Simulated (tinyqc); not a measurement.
What each parameter does: interface roughness in a thin film (subband fluctuation and scattering).

Square well of width t, barriers V0, c = hbar^2/2m0: E1 solves k t + 2 atan[(k/mz)/(kappa/mb)] = pi, k = sqrt(mz E/c), kappa = sqrt(mb (V0 - E)/c). One interface is rough, so the subband edge fluctuates by G dt with G = |dE1/dt| (central difference of 0.01 angstrom; 2 E1/t for hard walls).

Gaussian roughness spectrum S(q) = pi D^2 Lc^2 exp(-q^2 Lc^2/4). Degenerate gas, taken to fill one subband (the second starts to fill once c kF^2/md exceeds E2 - E1, which is not tested here): kF = sqrt(2 pi Ns/gv), q = 2 kF sin(theta/2), 1/tau = (md/(2 pi c hbar)) G^2 times the integral from 0 to pi of S(q)(1 - cos theta)/eps(q)^2 dtheta, eps(q) = 1 + qs/q with screening (qs = gv md q0/(c eps), q0 = e^2/(4 pi eps0), form factors left out, which overstates the screening; other scattering is left out too, so these values lie far above measured mobilities in all but the thinnest films) or 1 without; mobility = tau c2/md with c2 = e/m0 = 1.75882e15 cm^2/(V s^2); 1e12/cm^2 = 1e-4/angstrom^2.

Constants: hbar^2/2m0 = 3.80998211 eV angstrom^2; hbar = 6.58211957e-16 eV s; e^2/(4 pi eps0) = 14.39964547 eV angstrom.

Values chosen for the exercise (near those of a thin Ge channel on (111), one valley; not measured data):
```
symbol  value  unit         meaning
t       20     angstrom     film thickness
mz      1.617  m0           confinement mass
V0      2.32   eV           barrier
mb      0.28   m0           barrier mass
md      0.083  m0           mass in the plane
gv      1                   valleys
D       2.4    angstrom     rms height of the roughness
Lc      18     angstrom     correlation length
Ns      0.4    x 1e12/cm^2  sheet density
eps     12.3                mean dielectric constant at the channel
```

G, G D, and the screened mobility.

One parameter was then changed.

Results before and after:
```
case     G (meV/angstrom)  G D (meV)  mobility (cm^2/(V s))
base                5.129      12.31              3.395e+04
changed             5.129      12.31              2.964e+04
```

Which of these changes was made? (a) Lc = 26 angstrom; (b) eps = 14.8; (c) V0 = 1.62 eV; (d) md = 0.095 m0; (e) t = 26 angstrom; (f) Ns = 0.64 x 1e12/cm^2; (g) mz = 1.86 m0; (h) D = 3.12 angstrom.

Answer: (d) md = 0.095 m0. Of the candidates, run in turn, only this one gives the changed row.

All candidates:
```
case                   G (meV/angstrom)  G D (meV)  mobility (cm^2/(V s))
base                              5.129      12.31              3.395e+04
t = 26 angstrom                   2.403       5.77              1.546e+05
D = 3.12 angstrom                 5.129      16.00              2.009e+04
Lc = 26 angstrom                  5.129      12.31              1.746e+04
Ns = 0.64 x 1e12/cm^2             5.129      12.31              2.854e+04
mz = 1.86 m0                      4.532      10.88              4.348e+04
md = 0.095 m0                     5.129      12.31              2.964e+04
V0 = 1.62 eV                      5.002      12.00              3.570e+04
eps = 14.8                        5.129      12.31              2.866e+04
```

In the base case G D is 1.1 times EF - E1 = 11.5 meV: the fluctuation exceeds the Fermi energy, so the Born rate for a uniform gas is not to be trusted.

tinyqc: `OMP_NUM_THREADS=1 python tinyqc.py 1281126 1281127 out.jsonl`; about 0.01 s, one thread, shared Intel(R) Xeon(R) Processor @ 2.30GHz.
